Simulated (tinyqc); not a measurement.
Heavy doping: band filling, gap narrowing, band tails and the effective intrinsic density: one step, computed by the program tinyqc.

An n-type crystal above its Mott density, with all dopants ionised: n = N_D - N_A, ionised centres N_I = N_D + N_A. Valleys are taken as spherical with mass m_e.

Question. Band filling. n = M_c (1/(2 pi^2)) (m_e/(hbar^2/2m_0))^(3/2) int sqrt(E (1 + aE)) (1 + 2 aE) f dE with a = (1 - m_e)^2/E_g, f = 1/(1 + exp((E - E_F)/k_B T)); trapezoid rule in t = sqrt(E/k_B T), step 0.02 up to 12; E_F by bisection from the band edge. At T = 0, E_F (1 + a E_F) = (hbar^2/2m_0) k_F^2/m_e; dn/dE_F uses f (1 - f)/k_B T in place of f.

Inputs (values chosen for the exercise, for a model semiconductor):

| quantity | value | unit |
|---|---|---|
| gap E_g | 2.94 | eV |
| electron mass m_e | 0.184 | m_0 |
| valleys M_c | 1 | - |
| temperature T | 300 | K |

Conduction band: non-parabolic (Kane).

n = 6.21e+19 cm^-3

k_F = 0.1225098 1/angstrom

Constants: k_B = 8.617333262e-05 eV/K; hbar^2/(2 m_0) = 3.80998212 eV angstrom^2.

Give: E_F above the band edge; E_F at T = 0; E_F/k_B T; dn/dE_F.

Answer.

E_F above the band edge = 289.1 meV

E_F at T = 0 = 291.5 meV

E_F/k_B T = 11.18

dn/dE_F = 3.370e+20 cm^-3/eV
